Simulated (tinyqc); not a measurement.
Electron mobility in a silicon inversion layer, empirical terms and Matthiessen rule: one step of the calculation.

Inversion layer of sheet density Ns on a uniformly doped body. The mobility terms are empirical power laws with prefactors chosen for the exercise; adding their inverses (Matthiessen) is itself an approximation.

Task. Inversion density for the measured current. I = (W/L) q Ns mu Vd. E = q (Ndep + eta Ns)/(eps0 eps_r) in MV/cm. With t = T/(300 K): muC = Ac (Ns/1e12 cm^-2) t/(Nb/1e17 cm^-3 + Nit/1e11 cm^-2), muP = Ap E^(-1/3) t^(-1.75), muS = As E^(-gs); 1/mu is the sum of the inverses. Ns(new) = I/((W/L) q mu Vd).

Parameters, values chosen for the exercise; material values close to those of silicon:

| symbol | value | unit | meaning |
|---|---|---|---|
| T | 300 | K | temperature |
| eps_r | 11.8 |  | relative permittivity of the semiconductor |
| Nb | 6.2e17 | cm^-3 | body doping |
| eta | 0.5 |  | weight of the inversion charge in the effective field |
| Ap | 402 | cm^2/(V s) | phonon-limited mobility at 1 MV/cm and 300 K |
| As | 674 | cm^2/(V s) | roughness-limited mobility at 1 MV/cm |
| gs | 2 |  | exponent of the roughness term |
| Ac | 2900 | cm^2/(V s) | Coulomb prefactor |
| Nit | 9.1e10 | cm^-2 | charge at the interface |
| WL | 1 |  | ratio W/L |
| Vd | 0.02 | V | drain voltage |
| I | 5.42 | uA | measured linear current |

Constants: q = 1.602176634e-19 C, eps0 = 8.8541878128e-14 F/cm where lengths are in cm. Results are converted to the units shown.

Ns at the start = 4.8e12 cm^-2
Ndep = 3.9544139e12 cm^-2

Wanted: E; mu; Ns after iteration 1.

Result.

E = 0.97444 MV/cm
mu = 228.01 cm^2/(V s)
Ns after iteration 1 = 7.4183e12 cm^-2

Program tinyqc, `OMP_NUM_THREADS=1 python tinyqc.py 2510011 2510012 out.jsonl`; Intel Xeon 2.30GHz, shared host, one thread, about 0.01 s.
